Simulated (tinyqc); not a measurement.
## Circuit elements from the admittance matrix

Question. Y belongs to a common-source circuit with y11 = i w (Cgs + Cgd), y12 = -i w Cgd, y21 = gm - i w Cgd, y22 = gds + i w (Cgd + Cd) and a resistance Rg in series with the gate; w = 2 pi f. Find Rg, Cgs + Cgd, Cgd, gm, gds and Cd.

Values chosen for this exercise: signal frequency f = 40 GHz.

Y with Rg (mS):

|  | 1 | 2 |
|---|---|---|
| 1 | 1.49279213+11.33097009i | -0.54677441-4.15026605i |
| 2 | 68.35274449-13.22739350i | 7.36744253+21.79604988i |

Answer. 1/Y11 = Rg + 1/(i w (Cgs + Cgd)) gives Rg; removing it from Z11 returns the inner y, whose parts are read off.

Rg = 11.43 ohm
Cgs + Cgd = 45.87 fF
Cgd = 16.80 fF
gm = 70.10 mS
gds = 6.729 mS
Cd = 56.80 fF

tinyqc, about 0.01 s, one thread, Intel Xeon 2.30GHz (shared host): `OMP_NUM_THREADS=1 python tinyqc.py 2150107 2150108 out.jsonl`
